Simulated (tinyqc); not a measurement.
Inputs raised by 10 %, one at a time: heat flow across a film from the phonon Boltzmann equation in the relaxation-time approximation. Computed by tinyqc, a small Python program. Command: `OMP_NUM_THREADS=1 python tinyqc.py 3014024 3014025 out.jsonl slabbte sens`. One thread of a shared host (Intel(R) Xeon(R) Processor @ 2.30GHz), about 0.02 s of CPU time with the checks.

Two black walls, hot at x = 0 and cold at x = L, emit phonons isotropically. For one free path Lambda, with tau = x/Lambda, tau_L = L/Lambda and phi = (T - T_cold)/Delta T, energy balance gives phi(tau) = (1/2) [E2(tau) + int_0^tau_L phi(s) E1(|tau - s|) ds]; E_n are the exponential integrals. The flux over the ballistic flux C v Delta T/4 is psi = 1 - 2 int_0^tau_L phi(s) E2(s) ds, and kappa_eff/kappa = (3/4) tau_L psi. kappa = C v Lambda/3 is an input, so at fixed kappa a longer free path means a smaller C v.

Inputs (values chosen for the exercise, modelled on sapphire):
```
quantity                             value     unit
bulk conductivity kappa               34.7  W/(m K)
film thickness L                       130       nm
wall temperature difference Delta T    4.5        K
free path Lambda_1                      16       nm
cells n in the small system              6        -
```

Free-path groups: one.

Method:
- Cut the film into n equal cells with constant phi, collocated at the centres c_i: the kernel integrates to A_ij = |E2(|c_i - e_j|) - E2(|c_i - e_(j+1)|)|/2 for cell edges e_j, and A_ii = 1 - E2(half a cell); solve (1 - A) phi = E2(c)/2; psi = 1 - 2 sum_j phi_j [E3(e_j) - E3(e_(j+1))].
- Use 150 and 300 cells and extrapolate psi = (4 psi(300) - psi(150))/3. The jump at the hot wall is 1 - phi there (linear extrapolation from the first two of 300 cells). Two-flux (diffusion with slip) formula: psi = 1/(1 + 3 tau_L/4).
- Each group is solved on its own with 150 and 300 cells, psi = (4 psi(300) - psi(150))/3, and weighted by its share of kappa.
- Flux J = kappa_eff Delta T/L; apparent boundary resistance per wall (L/kappa_eff - L/kappa)/2.

Runs; columns: (1) input moved; (2) from; (3) to; (4) flux J (GW/m^2); (5) apparent resistance per wall (m^2 K/GW); (6) jump at the wall / Delta T for Lambda_1; (7) psi for Lambda_1:
```
(1)                                 (2)    (3)     (4)      (5)       (6)      (7)
base run                              -      -  1.0224  0.32753  0.061124  0.13968
bulk conductivity kappa (W/(m K))  34.7  38.17  1.1246  0.29776  0.061124  0.13968
film thickness L (nm)               130    143  0.9422  0.32752  0.056387  0.12872
free path Lambda_1 (nm)              16   17.6  1.0074  0.36030  0.066189  0.15139
```

Exponents ln(y'/y) / ln(x'/x):
```
input                    flux J  apparent resistance per wall  jump at the wall / Delta T for Lambda_1  psi for Lambda_1
bulk conductivity kappa   1.000                        -1.000                                    0.000             0.000
film thickness L         -0.857                        -0.001                                   -0.846            -0.857
free path Lambda_1       -0.155                         1.000                                    0.835             0.845
```

To which inputs is each result most sensitive?

Among the inputs moved here: flux J answers most in size to bulk conductivity kappa (exponent +1.000), next to film thickness L (-0.857). Apparent resistance per wall answers most in size to bulk conductivity kappa (exponent -1.000), and about equally to free path Lambda_1 (+1.000). Jump at the wall / Delta T for Lambda_1 answers most in size to film thickness L (exponent -0.846), and about equally to free path Lambda_1 (+0.835); its exponent is below 0.0005 for bulk conductivity kappa. psi for Lambda_1 answers most in size to film thickness L (exponent -0.857), and about equally to free path Lambda_1 (+0.845); its exponent is below 0.0005 for bulk conductivity kappa.
